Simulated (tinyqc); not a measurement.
Estimate of lattice thermal conductivity from elastic moduli (Slack, Klemens and Cahill formulas): one step, computed by the program tinyqc. Command: `OMP_NUM_THREADS=1 python tinyqc.py 3009917 3009918 out.jsonl slack walk`. One thread of a shared host (Intel(R) Xeon(R) Processor @ 2.30GHz), about 0.01 s of CPU time with the checks.

An isotropic solid.

Question. Velocities, Poisson ratio and Debye temperature. rho = M/V; vL = sqrt((B + 4G/3)/rho), vT = sqrt(G/rho); v_m = [(vL^-3 + 2 vT^-3)/3]^(-1/3); Poisson ratio sigma = (3B - 2G)/(6B + 2G); Theta = hbar v_m (6 pi^2/V)^(1/3)/k_B.

Inputs (values chosen for the exercise, for a model crystal): bulk modulus B = 74.1 GPa; shear modulus G = 36.5 GPa; volume per atom V = 22 angstrom^3; mean atomic mass M = 62.3 u.

Grueneisen parameter: from thermal expansion.

Constants: u = 1.6605390666e-27 kg; hbar = 1.054571817e-34 J s; k_B = 1.380649e-23 J/K.

Give: density rho; vL; vT; v_m; Poisson ratio sigma; Debye temperature Theta.

Answer.

density rho = 4702 kg/m^3

vL = 5110 m/s

vT = 2786 m/s

v_m = 3107 m/s

Poisson ratio sigma = 0.2884

Debye temperature Theta = 330.2 K
